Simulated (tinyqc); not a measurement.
Worked calculation: k.p theory built from an empirical-pseudopotential calculation at Gamma. Values are carried at full precision from step to step, so a last printed digit may differ when a step is redone from the rounded ones.

Empirical pseudopotential on the fcc lattice, atoms at +/- tau, tau = a (1,1,1)/8, no spin-orbit coupling. H(G,G') = c (2 pi/a)^2 |k + G|^2 delta + VS(q) cos(q.tau) + i VA(q) sin(q.tau), q = G - G', c = hbar^2/2m0; k and G in units of 2 pi/a; VS at |q|^2 = 3, 8, 11 and VA at 3, 4, 11, in rydberg, zero elsewhere. The basis is fixed: all 65 G with |G|^2 up to Gcut. Energies are counted from the fourth level at Gamma.

Constants: hbar^2/2m0 = 3.80998211 eV angstrom^2; Ry = 13.60569312 eV.

Values chosen for the exercise (near those of Si; not measured data):

| symbol | value | unit | meaning |
|---|---|---|---|
| a | 5.415 | angstrom | lattice constant |
| VS | (-0.21, 0.041, 0.082) | Ry | symmetric form factors |
| VA | (0, 0, 0) | Ry | antisymmetric form factors |
| Gcut | 16 | (2 pi/a)^2 | largest \|G\|^2 of the fixed basis |

## Levels at Gamma

Diagonalise H at k = 0 and group equal levels.

Multiplets at Gamma:

| multiplet | degeneracy | E (eV) |
|---|---|---|
| 1 | 1 | -12.7895 |
| 2 | 3 | 0.0000 |
| 3 | 3 | 3.3850 |
| 4 | 1 | 4.0817 |
| 5 | 1 | 7.5055 |
| 6 | 2 | 7.9424 |
| 7 | 3 | 12.4058 |
| 8 | 1 | 14.2587 |
| 9 | 3 | 27.7644 |

The lowest empty multiplet is a triplet at 3.385 eV; the lowest empty singlet (s-like) is multiplet 4.

## Mass of the s-like conduction level (multiplet 4)

For a multiplet A of d_A states, W(B) = (4 c/(3 d_A)) sum over n in A, m in B and i = x, y, z of |<n|G_i|m>|^2 (G in 1/angstrom, <n|G_i|m> = sum_G c_n(G)* G_i c_m(G)); the mean inverse mass of A is 1 + sum_B W(B)/(E_A - E_B). Multiplets with W = 0 are left out.

List the couplings (the first eight at most); W to the valence triplet is the Kane energy Ep.

Couplings:

| multiplet B | degeneracy | E_B (eV) | W (eV) | W/(E_A - E_B) |
|---|---|---|---|---|
| 2 | 3 | 0.0000 | 21.3991 | 5.2426 |
| 7 | 3 | 12.4058 | 0.0178 | -0.0021 |
| 11 | 3 | 29.3095 | 0.4937 | -0.0196 |
| 20 | 3 | 46.2956 | 0.1475 | -0.0035 |
| 22 | 3 | 47.0224 | 0.0420 | -0.0010 |
| 25 | 3 | 52.5587 | 0.0258 | -0.0005 |

sum over the higher multiplets = 0
1/m = 6.2159

Ep = 21.40 eV. The valence triplet gives 5.24, all other levels together -0.03; m = 0.1609, against 0.1602 for two levels alone.

## Valence parameters

Fold all other levels onto the valence triplet: D(u) = c + 4 c^2 sum_m <n|u.G|m><m|u.G|n'>/(0 - E_m), in units of c. Along [100] its eigenvalues are L (once) and M (twice); along [111] (L + 2M + 2N)/3 (once) and (L + 2M - N)/3 (twice). Then g1 = -(L + 2M)/3, g2 = -(L - M)/6, g3 = -N/6.

eigenvalues along [100]: -6.024  -3.630  -3.630

eigenvalues along [111]: -10.384  -1.450  -1.450

L, M, N: -6.024  -3.630  -8.934

g1, g2, g3: 4.428  0.399  1.489

With spin-orbit coupling added at fixed g1, g2, g3 and large against the hole energy these give heavy and light masses along [100] of 0.275 and 0.191. The s-like level alone adds Ep/(3E) = 1.75 to g1. Local form factors fix Ep and the gap only roughly, so these values can lie far from measured ones.

## Checks

- 1/m of the s-like level from the sum against the curvature of the band: both 6.216.
- L and M against the curvatures along [100]: largest relative difference 3.6e-07.

Computed by tinyqc, a small Python program: `OMP_NUM_THREADS=1 python tinyqc.py 1051397 1051398 out.jsonl` (the numbers bound the seed that draws the inputs); one thread of a shared host (Intel(R) Xeon(R) Processor @ 2.30GHz), about 0.4 s for the whole set of steps.
